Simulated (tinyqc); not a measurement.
Growth of a silicide layer between metal and silicon: linear-parabolic kinetics, ramp anneals and Kissinger analysis. Which input was changed? Computed by tinyqc, a small Python program. Command: `OMP_NUM_THREADS=1 python tinyqc.py 3031956 3031957 out.jsonl silicide which`. One thread of a shared host (Intel(R) Xeon(R) Processor @ 2.30GHz), about 1 s of CPU time with the checks.

One compound layer of thickness x grows by diffusion through itself and reaction at an interface, dx/dt = 1/(2x/K + 1/v), until the metal is used up at x = a h.

Inputs (values chosen for the exercise, modelled on Ni2Si):

| quantity | value | unit |
|---|---|---|
| metal thickness h | 52 | nm |
| silicide formed per metal thickness a | 1.47 | - |
| prefactor of the parabolic constant K | 9.1e+13 | nm^2/s |
| activation energy E of K | 1.48 | eV |
| prefactor of the interface velocity v | 9.7e+14 | nm/s |
| activation energy E_v | 1.63 | eV |
| temperature T | 325 | C |
| time t | 260 | s |
| ramp rate beta | 0.5 | C/s |

Constants: k_B = 8.617333262e-05 eV/K.

Method:
- The silicide ends at the thickness a h.
- K = K0 exp(-E/(k_B T)), v = v0 exp(-E_v/(k_B T)).
- Temperatures in kelvin are T(C) + 273.15.
- x^2/K + x/v = t, so x = (K/(2v)) [sqrt(1 + 4 v^2 t/K) - 1], capped at a h; completion time t_c = (a h)^2/K + a h/v, a h being the final thickness; crossover thickness K/v.
- Ramp from x = 0 at 100 C at the rate beta: dx/dT = (1/beta)/(2x/K + 1/v), integrated adaptively (tolerance 1e-9) until x = a h at T_f.

Question. One of these inputs alone was changed, within the range given: prefactor of the parabolic constant K (4.55e+13 to 1.82e+14); prefactor of the interface velocity v (4.85e+14 to 1.94e+15); activation energy E_v (1 to 3); temperature T (162.5 to 650). Which one, and to what value?

Results:

| run | crossover thickness (nm) | thickness at time t (nm) | completion temperature T_f (C) |
|---|---|---|---|
| before | 1.722309 | 76.44000 | 357.9511 |
| after | 1.220757 | 74.78243 | 365.3306 |

Answer.

Each candidate set to reproduce crossover thickness, and what it then gives:

| candidate | range searched | value needed | thickness at time t (nm) | completion temperature T_f (C) |
|---|---|---|---|---|
| prefactor of the parabolic constant K (nm^2/s) | 4.55e+13 to 1.82e+14 | 6.450e13 | 74.782 | 365.33 |
| prefactor of the interface velocity v (nm/s) | 4.85e+14 to 1.94e+15 | 1.369e15 | 76.440 | 357.81 |
| activation energy E_v (eV) | 1 to 3 | 1.612 | 76.440 | 357.81 |
| temperature T (C) | 162.5 to 650 | 405.2 | 76.440 | 357.95 |

Only prefactor of the parabolic constant K fits every result: it went from 9.1e+13 to 6.45e13 nm^2/s. The next best candidate, activation energy E_v, misses one result by 2.2 %.
